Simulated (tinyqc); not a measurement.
# Undoped symmetric double-gate MOSFET, analytic potential model: what changes with what

An undoped body of thickness ts between two equal insulators and tied gates; long channel, electrons only, n = ni exp((psi - V)/Vt) with V the quasi-Fermi potential (0 at the source, Vd at the drain), constant mobility, no quantisation. Across the body psi(x) = V - 2 Vt ln[(ts/(2 beta)) sqrt(q ni/(2 eps0 eps_r Vt)) cos(2 beta x/ts)], x from the centre. Q is the electron charge per area of the whole body.

Values chosen for this exercise; material values close to those of silicon:
```
symbol,value,unit,meaning
T,293,K,temperature
Eg,1.1,eV,band gap
eps_r,11.7,,relative permittivity of the semiconductor
Nc,2.74e19,cm^-3,conduction-band density of states at T
Nv,2.58e19,cm^-3,valence-band density of states at T
eox,7.52,,relative permittivity of the gate insulator
tox,3.1,nm,insulator thickness
ts,15,nm,body thickness
dphi,-0.02,V,gate work function less that of the intrinsic body
mu,140,cm^2/(V s),channel mobility
L,0.1,um,gate length
Vd,0.1,V,drain voltage
```

Constants: q = 1.602176634e-19 C, kB = 1.380649e-23 J/K, Vt = kB T/q, eps0 = 8.8541878128e-14 F/cm where lengths are in cm. Results are converted to the units shown.

Each table varies one quantity; the others keep the values above.

## Effect of the gate work function less that of the intrinsic body

ni = sqrt(Nc Nv) exp(-Eg/(2 Vt)), Eg in volts; r = eps_r tox/(eox ts); V0 = dphi + 2 Vt ln[(2/ts) sqrt(2 eps0 eps_r Vt/(q ni))]. beta (between 0 and pi/2) solves (Vg - V0 - V)/(2 Vt) = ln(beta) - ln(cos beta) + 2 r beta tan(beta). Q = 8 eps0 eps_r Vt beta tan(beta)/ts; I = mu (1/L)(4 eps0 eps_r/ts)(2 Vt)^2 [g(beta_s) - g(beta_d)] per width, g = beta tan(beta) - beta^2/2 + r beta^2 tan^2(beta), with beta_s at V = 0 and beta_d at V = Vd.  I(low) is taken at Vg = 0.18 V, Qs and I(high) at Vg = 0.93 V.

Effect of the gate work function less that of the intrinsic body:

| dphi (V) | V0 (V) | I(low) (nA/um) | Qs(high) (nC/cm^2) | I(high) (uA/um) |
|---|---|---|---|---|
| -0.17 | 0.28344 | 79.135 | 2180.1 | 278.01 |
| -0.12 | 0.33344 | 11.075 | 1985.5 | 251.01 |
| -0.07 | 0.38344 | 1.5317 | 1792.6 | 224.33 |
| -0.02 | 0.43344 | 0.21148 | 1601.9 | 198.00 |
| 0.03 | 0.48344 | 0.029191 | 1413.8 | 172.12 |
| 0.08 | 0.53344 | 0.0040293 | 1228.8 | 146.79 |
| 0.13 | 0.58344 | 5.5616e-4 | 1047.7 | 122.16 |

As dphi goes from -0.17 to 0.13 V, I(low) falls from 79.1 to 5.56e-4 nA/um and I(high) falls from 278 to 122 uA/um. V0 rises from 0.283 to 0.583 V. In every row the surface density at the source at the higher gate voltage passes 0.3 Nc, where Boltzmann statistics fail.

## Transfer curve and volume inversion

Q = 8 eps0 eps_r Vt beta tan(beta)/ts; I = mu (1/L)(4 eps0 eps_r/ts)(2 Vt)^2 [g(beta_s) - g(beta_d)] per width, g = beta tan(beta) - beta^2/2 + r beta^2 tan^2(beta), with beta_s at V = 0 and beta_d at V = Vd. The drop is psi(surface) - psi(centre) at the source end; C = dQs/dVg, Cg = 2 eps0 eox/tox; gm = dI/dVg.

Results:

| Vg (V) | Qs (nC/cm^2) | drop (mV) | C/Cg | I (uA/um) | gm/I (1/V) |
|---|---|---|---|---|---|
| 0.13 | 8.419e-4 | 1.524e-4 | 7.762e-6 | 2.919e-5 | 39.61 |
| 0.24 | 0.06560 | 0.01187 | 6.043e-4 | 0.002276 | 39.59 |
| 0.47 | 120.2 | 18.98 | 0.4391 | 7.213 | 21.42 |
| 0.58 | 389.3 | 47.88 | 0.6698 | 36.03 | 9.698 |
| 0.69 | 735.0 | 71.27 | 0.7811 | 80.25 | 5.524 |
| 0.81 | 1156 | 90.39 | 0.8453 | 136.8 | 3.613 |
| 0.92 | 1564 | 104.0 | 0.8798 | 192.8 | 2.700 |
| 1.03 | 1985 | 115.0 | 0.9024 | 251.0 | 2.139 |

Estimate the missing row, Vg = 0.35 V.

Computed row:

| Vg (V) | Qs (nC/cm^2) | drop (mV) | C/Cg | I (uA/um) | gm/I (1/V) |
|---|---|---|---|---|---|
| 0.35 | 4.790 | 0.8620 | 0.04140 | 0.1715 | 38.30 |

With this row back in the table: The current rises from 2.92e-5 to 251 uA/um. In the first row gm/I is 39.6 1/V, within 0.01 % of 1/Vt: with no depletion charge the whole body follows the gate, and the swing is ideal. The drop between surface and centre goes from 1.5e-4 to 115 mV and passes Vt at Vg = 0.58 V among the rows; below that the density varies across the body by less than a factor of e (volume inversion). C reaches 0.90 of Cg in the last row. For Vg = 0.69 to 1.03 V the surface density at the source passes 0.3 Nc, where Boltzmann statistics fail.

Computed by the program tinyqc: `OMP_NUM_THREADS=1 python tinyqc.py 2440087 2440088 out.jsonl`, one thread of a shared Intel Xeon 2.30GHz, about 0.02 s for the whole run.
